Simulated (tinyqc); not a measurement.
Shallow acceptor in the spherical model (Baldereschi-Lipari), strong spin-orbit limit. From one set of inputs to another, one input at a time. Computed by tinyqc, a small Python program. Command: `OMP_NUM_THREADS=1 python tinyqc.py 3015831 3015832 out.jsonl acceptor ladder`. One thread of a shared host (Intel(R) Xeon(R) Processor @ 2.30GHz), about 0.03 s of CPU time with the checks.

The 1S(3/2) state has an s envelope f(r) and a d envelope g(r). In effective units they obey -(f'' + 2f'/r + 2f/r) + mu (g'' + 5g'/r + 3g/r^2) = E f and -(g'' + 2g'/r - 6g/r^2 + 2g/r) + mu (f'' - f'/r) = E g. The cubic term, the split-off band and the central cell are left out.

The inputs printed are set A. Set A is modelled on CdTe; the values taken over come from a set modelled on silicon. Inputs not listed in the table keep their values of set A, so the rows need not describe a real material.

Inputs (values chosen for the exercise, modelled on CdTe):
```
quantity                 value  unit
Luttinger gamma_1         4.14     -
Luttinger gamma_2          1.1     -
Luttinger gamma_3         1.64     -
dielectric constant eps   9.91     -
```

Constants: Ry = 13.605693123 eV; a_0 = 0.529177210903 angstrom.

Method:
- Ry* = Ry/(gamma_1 eps^2), a* = a_0 eps gamma_1, mu = (6 gamma_3 + 4 gamma_2)/(5 gamma_1), delta = (gamma_3 - gamma_2)/gamma_1; spherical masses 1/(gamma_1 (1 - mu)) (heavy) and 1/(gamma_1 (1 + mu)) (light).
- Basis: f_i = exp(-zeta_i r), g_i = r exp(-zeta_i r), weight r^2 dr, s = zeta_i + zeta_j. S_ff = 2/s^3, H_ff = zeta_i zeta_j S_ff - 2/s^2; S_gg = 24/s^5, H_gg = 8/s^3 + 24 zeta_i zeta_j/s^5 - 12/s^4; H(f_i, g_j) = mu (6 zeta_i^2/s^4 + 2 zeta_i/s^3); S_fg = 0. Each function is normalised by sqrt(S_ii).
- Large basis: zeta_i = 0.08 x 1.55^(i-1), i = 1..20 in each channel; overlap eigenvalues below 1e-11 are dropped.
- Binding energies are -E Ry*; the mass that fits is E(1S) eps^2/Ry.

Each row keeps all changes above it:
```
input moved              from     to  1S(3/2) binding energy (meV)  d weight of 1S(3/2)  light-hole mass (m_0)
set A                       -      -                        60.287              0.21495                0.14310
Luttinger gamma_1        4.14   4.37                        52.606              0.19150                0.13854
Luttinger gamma_3        1.64   1.42                        46.943              0.15587                0.14380
Luttinger gamma_2         1.1  0.338                        38.990              0.08903                0.15762
dielectric constant eps  9.91   11.6                        28.456              0.08903                0.15762
```

Which inputs carry the difference?

1S(3/2) binding energy goes from 60.3 to 28.5, a factor 0.472 in all. The largest single move comes from dielectric constant eps (a factor 0.730). d weight of 1S(3/2) goes from 0.215 to 0.0890, a factor 0.414 in all. The largest single move comes from Luttinger gamma_2 (a factor 0.571). Light-hole mass goes from 0.143 to 0.158, a factor 1.10 in all. The largest single move comes from Luttinger gamma_2 (a factor 1.10), and Luttinger gamma_1 works against it (a factor 0.968). The single moves hold for this order of the switches; the total does not depend on the order.

Caution (rows Luttinger gamma_2, dielectric constant eps): gamma_3 and gamma_2 differ by more than 0.17 gamma_1: band warping, left out here, adds several per cent to the binding.

Extremes, crossings and ranges named in words are read from the listed rows.
